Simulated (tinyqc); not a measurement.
One level coupled to a phonon between two leads, self-consistent Born approximation: one step of the calculation.

Wide-band leads with mu_L = +V/2 and mu_R = -V/2; phonons in equilibrium, Nq = 1/(exp(w0/kB T) - 1). Scattering links only energies that differ by w0, so a ladder E_k = E1 + k w0 closes on itself; terms that reach past its ends are dropped. Gn and Gp are the electron and hole parts of the spectral function A = Gn + Gp.

Problem. Scattering functions. Sin(E) = M^2 [(Nq + 1) Gn(E + w0) + Nq Gn(E - w0)], Sout(E) = M^2 [(Nq + 1) Gp(E - w0) + Nq Gp(E + w0)]. Nq = 1/(exp(w0/kB T) - 1).

Inputs (values chosen for the exercise):
- T = 150 K (temperature of leads and phonons)
- w0 = 50 meV (phonon energy)
- M = 6.1 meV (electron-phonon matrix element)

Constants: q = 1.602176634e-19 C, kB = 1.380649e-23 J/K, Vt = kB T/q. Results are converted to the units shown.

```
rung  Gn after iteration 1 (1/meV)  Gp after iteration 1 (1/meV)
0                      0.034438345                  1.3778987e-4
1                      0.034840959                  0.0058279144
2                     0.0027077661                  0.0083337841
3                     3.6673652e-5                  0.0043778759
4                     4.0623679e-7                  0.0023064486
5                     5.1767903e-9                  0.0014063627
6                    7.2633794e-11                  9.4427932e-4
```

Wanted: Sin; Sout.

Solution.

```
rung  Sin (meV)  Sout (meV)
0        1.3241   0.0046283
1       0.13026    0.011855
2      0.029063     0.22496
3     0.0021658     0.31855
4     2.9321e-5     0.16749
5     3.2538e-7    0.088405
6     4.1112e-9    0.053448
```

Range of the model: The self-consistent Born approximation keeps only non-crossing phonon lines and no Hartree shift; it is rough once the coupling nears the phonon energy.

Program tinyqc, `OMP_NUM_THREADS=1 python tinyqc.py 2720012 2720013 out.jsonl`; Intel Xeon 2.30GHz, shared host, one thread, about 0.06 s.
